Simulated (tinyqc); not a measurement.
Worked calculation: lattice vibrations of a chain. Computed by tinyqc, a small Python program that keeps every step. Command: `OMP_NUM_THREADS=1 python tinyqc.py 25632 25633 out.jsonl` (the two numbers bound the seeds that draw the settings). One thread of a shared host (Intel(R) Xeon(R) Processor @ 2.60GHz), about 0.01 s of CPU time with the checks.

## Dynamical matrix at q = 0.4

A chain moving along its axis:

| atom | mass (u) | spring to the next atom (eV/angstrom^2) |
|---|---|---|
| 1 | 17.80000 | 25.80000 |
| 2 | 34.30000 | 16.60000 |
| second neighbours | - | 0.70000 |

q is in units of 2 pi/a. A spring k from atom i to atom j, n cells on, adds k to Phi_ii and Phi_jj, -k exp(2 pi i q n) to Phi_ij and the conjugate to Phi_ji (for one atom a cell: 2k (1 - cos 2 pi q n)); D_ij = Phi_ij / sqrt(m_i m_j).

D(q) (eV/(angstrom^2 u)):
```
                   1                  2
1            2.52430  -0.50064+0.39488i
2  -0.50064-0.39488i            1.30999
```

## Frequencies

omega^2 are the eigenvalues; wavenumber = 521.4708 sqrt(eigenvalue) 1/cm.

eigenvalues: 1.03669  2.79761

wavenumbers (1/cm): 530.9  872.2

weights |e|^2 of the mass-weighted modes:
```
         mode 1   mode 2
atom 1  0.15520  0.84480
atom 2  0.84480  0.15520
```

## Dispersion and heat capacity

C/k_B per atom = mean over q = (j + 1/2)/80, j = 0..39 and all branches of y^2 e^y/(e^y - 1)^2, y = hc wavenumber / k_B T.

Wavenumbers (1/cm):

| q | branch 1 | branch 2 |
|---|---|---|
| 0.00000 | 0.00000 | 991.91567 |
| 0.06250 | 95.93284 | 988.51733 |
| 0.12500 | 190.16818 | 978.39053 |
| 0.18750 | 280.94049 | 961.78167 |
| 0.25000 | 366.28125 | 939.26668 |
| 0.31250 | 443.69259 | 912.11459 |
| 0.37500 | 509.35143 | 883.12901 |
| 0.43750 | 556.46091 | 858.34103 |
| 0.50000 | 574.38593 | 847.91026 |

Heat capacity:

| T (K) | C/k_B per atom |
|---|---|
| 20 | 0.02975 |
| 50 | 0.07499 |
| 100 | 0.15556 |
| 200 | 0.33361 |
| 300 | 0.50712 |
| 600 | 0.80224 |
| 1200 | 0.94239 |

zero-point energy per atom = 39.44114 meV
